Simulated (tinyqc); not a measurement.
Fermi-Dirac statistics of conduction electrons: sweeps and comparisons. A value that a table varies takes the place of the one given here.

Non-parabolic band E (1 + alpha E) = c k^2/m: n = Nc (2/sqrt(pi)) integral_0^infinity sqrt(x (1 + a x)) (1 + 2 a x) dx/(1 + exp(x - eta)) with a = alpha kT and eta = (EF - Ec)/kT; a = 0 gives n = Nc F_1/2(eta).

Constants: hbar^2/2m0 = 3.80998211 eV angstrom^2; kB = 8.617333262e-05 eV/K.

Parameters, chosen for this exercise (near those of InAs, lowest valleys alone; not measured data):
- m = 0.0258 m0 (density-of-states mass of the conduction band)
- T = 77 K
- alpha = 2.33 1/eV (non-parabolicity)
- m1 = 0.0258 m0 (mass of one isotropic band with spin)
- L = 50 angstrom (confinement length used to compare densities)
- n = 6.9e+15 1/cm^3 (electron density)

## Parabolic against non-parabolic filling

N = 2 (m kB T/(4 pi c))^(3/2) with c = hbar^2/2m0, in 1/angstrom^3; times 1e24 for 1/cm^3. k_F = (3 pi^2 n)^(1/3) and the energy E0 that solves E (1 + alpha E) = c k_F^2/m give the limit of zero temperature.

EF - Ec (meV):
```
n (1/cm^3)  parabolic  non-parabolic  non-parabolic, 0 K
1.0e+15         -17.1          -17.5                 1.4
5.0e+15          -5.7           -6.2                 4.1
2.0e+16           6.0            5.3                10.2
7.0e+16          22.3           20.6                22.8
2.0e+17          47.6           42.6                43.9
7.0e+17         111.1           91.1                91.8
```

Non-parabolicity lowers EF by 0.4 meV at the lowest density and by 20.0 meV at the highest, where alpha (EF - Ec) = 0.21. Temperature lowers EF below its 0 K value by 18.9 meV at the lowest density and by 0.7 meV at the highest. EF enters the band between 5e+15 and 2e+16 1/cm^3.

## Dimension (statistics of electrons in three, two and one dimensions)

One band edge at E = 0, lambda = sqrt(4 pi c/(m1 kT)) with c = hbar^2/2m0. Densities with spin: n3 = (2/lambda^3) F_1/2(eta), n2 = (2/lambda^2) F_0(eta) with F_0 = ln(1 + exp(eta)), n1 = (2/lambda) F_-1/2(eta). F_j(eta) = (1/Gamma(j + 1)) integral_0^infinity x^j dx/(1 + exp(x - eta)), which tends to exp(eta) for eta << 0.

The last two columns turn the sheet and line densities into volume densities, n2/L and n1/L^2, over n3.

Densities:
```
eta  n3 (1/cm^3)  n2 (1/cm^2)  n1 (1/cm)  (n2/L)/n3  (n1/L^2)/n3
-4      2.46e+14     1.30e+09   6.84e+03       10.5          111
-2      1.75e+15     9.08e+09   4.68e+04       10.4          107
-1      4.43e+15     2.24e+10   1.11e+05       10.1          100
0       1.03e+16     4.96e+10   2.29e+05       9.58         88.4
1       2.13e+16     9.39e+10   3.88e+05       8.82         72.9
2       3.82e+16     1.52e+11   5.54e+05       7.97         58.0
4       8.81e+16     2.87e+11   8.27e+05       6.53         37.6
8       2.35e+17     5.72e+11   1.20e+06       4.88         20.4
```

lambda = 528.8 angstrom

Far below the edge all three follow exp(eta), and the ratios tend to lambda/L = 10.577 and its square. From eta = 4 to 8 the densities grow by 2.67, 1.99 and 1.45, near the powers 2^(3/2), 2 and 2^(1/2) that the densities of states E^(1/2), E^0 and E^(-1/2) give. One subband serves while EF stays several kT below the second, 263.6 kT up for hard walls; rows with a larger eta, if any, overfill it.

## What moves the Fermi level

N = 2 (m kB T/(4 pi c))^(3/2) with c = hbar^2/2m0, in 1/angstrom^3; times 1e24 for 1/cm^3. Each row changes one parameter from the base and keeps the others.

Results:
```
case                 parabolic EF - Ec (meV)  non-parabolic EF - Ec (meV)
base                                   -3.28                        -3.76
m = 0.0232 m0                          -2.01                        -2.51
T = 52 K                                1.06                         0.80
n = 3.45e+15 1/cm^3                    -8.47                        -8.90
alpha = 3.495 1/eV                     -3.28                        -3.99
```

The largest shifts from the base row, up to three for each result and ties (the steps differ in size, so this ranks the rows, not the parameters). parabolic EF - Ec (meV): n -5.19, T +4.34, m +1.26; unchanged at the printed digits by alpha. non-parabolic EF - Ec (meV): n -5.14, T +4.56, m +1.24.

tinyqc: `OMP_NUM_THREADS=1 python tinyqc.py 1652297 1652298 out.jsonl`; about 0.01 s, one thread, shared Intel(R) Xeon(R) Processor @ 2.30GHz.
